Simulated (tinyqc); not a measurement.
Drift velocity with scattering: Wannier-Stark ladder of a miniband.

Constants: hbar = 6.58211957e-16 eV s.

Parameters, chosen for this exercise (out of a larger set: near those of an InGaAs/InAlAs superlattice; not measured data):
- W = 21 meV (miniband width)
- d = 83 angstrom (period)
- G = 8 meV (hbar/tau)

Esaki-Tsu: v = v0 y/(1 + y^2), y = e F d/G, v0 = W d/(2 hbar), at zero temperature; 1 angstrom/s = 1e-8 cm/s, 1 kV/cm = 0.01 meV/angstrom. The last column is dv/dF in cm^2/(V s).

Results:

| y | F (kV/cm) | v (1e6 cm/s) | dv/dF |
|---|---|---|---|
| 0.1 | 0.96 | 1.31 | 1333 |
| 0.3 | 2.89 | 3.64 | 1052 |
| 0.6 | 5.78 | 5.84 | 475 |
| 1.0 | 9.64 | 6.62 | 0 |
| 1.5 | 14.46 | 6.11 | -163 |
| 2.5 | 24.10 | 4.57 | -137 |
| 4.0 | 38.55 | 3.12 | -71 |

v0 = 13.24 x 1e6 cm/s
field at y = 1 = 9.64 kV/cm

The velocity peaks at v0/2 = 6.62 x 1e6 cm/s at 9.64 kV/cm and then falls: negative differential velocity, steepest at y = sqrt3 with -v0/(8 Fc) = -172 cm^2/(V s). The low-field mobility is v0/Fc = 1374 cm^2/(V s). At the peak the swing is W/G = 2.6 periods, too few for the semiclassical picture to be safe.

(tinyqc, `OMP_NUM_THREADS=1 python tinyqc.py 1250189 1250190 out.jsonl`, Intel(R) Xeon(R) Processor @ 2.30GHz, 1 thread, shared host, about 0.01 s.)
